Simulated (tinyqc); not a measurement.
# Changing the spread of capture barriers sigma_c

Model: bias-temperature instability from a Gaussian distribution of capture and emission barriers. Computed by tinyqc, a small Python program. Command: `OMP_NUM_THREADS=1 python tinyqc.py 3026843 3026844 out.jsonl bti sweep`. One thread of a shared host (Intel(R) Xeon(R) Processor @ 2.30GHz), about 0.01 s of CPU time with the checks.

Each trap has a capture time tau_0 exp(E_c/(k_B T)) under stress and an emission time tau_0 exp(E_e/(k_B T)) after it. E_c is Gaussian, and E_e = E_c + d with d Gaussian and independent. A trap counts as filled once t_s exceeds its capture time and as emptied once t_r exceeds its emission time.

Inputs (values chosen for the exercise, for a model p-channel transistor):

| quantity | value | unit |
|---|---|---|
| shift with all traps filled V_max | 360 | mV |
| mean capture barrier at zero field mu_c | 1.94 | eV |
| lowering of mu_c per field k_F | 0.031 | eV/(MV/cm) |
| oxide field F | 8.5 | MV/cm |
| time constant tau_0 | 2e-10 | s |
| temperature T | 175 | C |
| stress time t_s | 1 | s |
| failure criterion | 50 | mV |

Constants: k_B = 8.617333262e-05 eV/K.

Method:
- Demarcation energies E_s = k_B T ln(t_s/tau_0), E_r = k_B T ln(t_r/tau_0); mean barrier mu = mu_c - k_F F; z = (E_s - mu)/sigma_c; Phi is the standard normal distribution.
- Temperatures in kelvin are T(C) + 273.15.
- Shift without recovery dV0 = V_max Phi(z); local time exponent n = d ln dV0/d ln t_s = (k_B T/sigma_c) exp(-z^2/2)/(sqrt(2 pi) Phi(z)); apparent activation energy n E_s.
- Solve V_max Phi(z) = criterion for t_s; the power-law extrapolation from the stress point is t_s (criterion/dV0)^(1/n); 1 year = 3.15576e7 s.

One run for each value:

| spread of capture barriers sigma_c (eV) | shift without recovery dV0 (mV) | time exponent n | log10 of the lifetime in s |
|---|---|---|---|
| 0.28 | 0.66 | 0.4410 | 5.737 |
| 0.34 | 3.00 | 0.3097 | 5.005 |
| 0.39 | 6.64 | 0.2427 | 4.394 |
| 0.45 | 12.68 | 0.1892 | 3.662 |
| 0.50 | 18.63 | 0.1582 | 3.052 |

Describe and explain the trends.

Over the rows, shift without recovery dV0 (mV) rises from 0.656 to 18.6 (exponent d ln y / d ln x 7.8 between the first rows and 3.7 between the last); time exponent n falls from 0.441 to 0.158 (exponent d ln y / d ln x -1.8 between the first rows and -1.7 between the last); log10 of the lifetime in s falls from 5.74 to 3.05. The stress probes the low tail of the barriers: a wider distribution puts more traps there and flattens the time dependence. Left out: 0.120, 0.170, 0.230 (the shift is negligible or nearly saturated).
